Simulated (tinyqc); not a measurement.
## Hot electrons in a saturated n-channel MOSFET, lucky-electron model: effect of the junction depth

Beyond pinch-off the lateral field grows as Esat cosh(y/l) over the velocity-saturated region (pseudo-two-dimensional model). Impact ionisation in this region gives the substrate current, which biases the body forward through Rsub. Currents are per width. Local-field laws: they overstate ionisation when the field peak is narrower than an energy relaxation length.

Cox = 3.9 eps0/tox, l = sqrt(3 tox xj), Esat = 2 vs/mu. Overdrive g = Vg - VT + kb Vb; Vdsat = g Esat L/(g + Esat L); Id = Cox vs (g - Vdsat); dV = Vd - Id Rd - Vdsat; Em = sqrt((dV/l)^2 + Esat^2); Isub = Id (Ai/Bi) l Em exp(-Bi/Em). Vb = Rsub Isub is solved self-consistently. Lifetime tau = (Hl/Id)(Isub/Id)^(-m); 1 year = 3.15576e7 s.

Parameters, values chosen for the exercise; values close to those of silicon n-channel devices:
```
symbol,value,unit,meaning
L,0.25,um,channel length
tox,5.5,nm,oxide thickness
VT,0.72,V,threshold
mu,380,cm^2/(V s),effective mobility
vs,8.7e6,cm/s,saturation velocity
Ai,2e6,1/cm,ionisation prefactor
Bi,1.73,MV/cm,ionisation field
Rd,0,ohm um,resistance of the lightly doped drain
Rsub,4000,ohm um,substrate resistance
kb,0.27,,fall of VT per volt of forward body bias
m,3,,lifetime exponent
Hl,1200,s uA/um,lifetime constant
Vd,2.1,V,drain voltage
Vg,1.3,V,gate voltage
```

Constants: eps0 = 8.8541878128e-14 F/cm where lengths are in cm. Results are converted to the units shown.

Result of one run:
```
xj (nm)  Id (uA/um)  Em (MV/cm)  Isub (uA/um)   Isub/Id  tau (years)
180           106.8      0.3179        0.9274  0.008680       0.5441
```

What becomes of these results when the junction depth xj is changed from 180 to 140 nm, all else the same?

Result of the changed run:
```
xj (nm)  Id (uA/um)  Em (MV/cm)  Isub (uA/um)  Isub/Id  tau (years)
140           107.1      0.3596         1.742  0.01626      0.08253
```

The whole series:
```
xj (nm)  Id (uA/um)  Em (MV/cm)  Isub (uA/um)   Isub/Id  tau (years)
40            112.0      0.6661         16.51    0.1474     1.060e-4
54            110.1      0.5747         10.76   0.09772     3.701e-4
74            108.7      0.4921         6.421   0.05909     0.001696
100           107.7      0.4243         3.638   0.03377     0.009168
140           107.1      0.3596         1.742   0.01626      0.08253
180           106.8      0.3179        0.9274  0.008680       0.5441
250           106.7      0.2709        0.3615  0.003389        9.159
```

As xj goes from 40 to 250 nm, Em falls from 0.666 to 0.271 MV/cm, Isub falls from 16.5 to 0.361 uA/um and tau rises from 1.06e-4 to 9.16 years. From the first row to the last, log10(tau) changes by 4.9: 4.9 from (Isub/Id)^(-m), which holds Em and l, and 0.021 from 1/Id. At xj = 40 nm Isub/Id passes 0.1, where multiplication of the secondary carriers, left out here, counts. At xj = 250 nm the saturated region takes over 60 % of L, so using the full L in Vdsat is rough.

Program tinyqc, `OMP_NUM_THREADS=1 python tinyqc.py 2550123 2550124 out.jsonl`; Intel Xeon 2.30GHz, shared host, one thread, about 0.01 s.
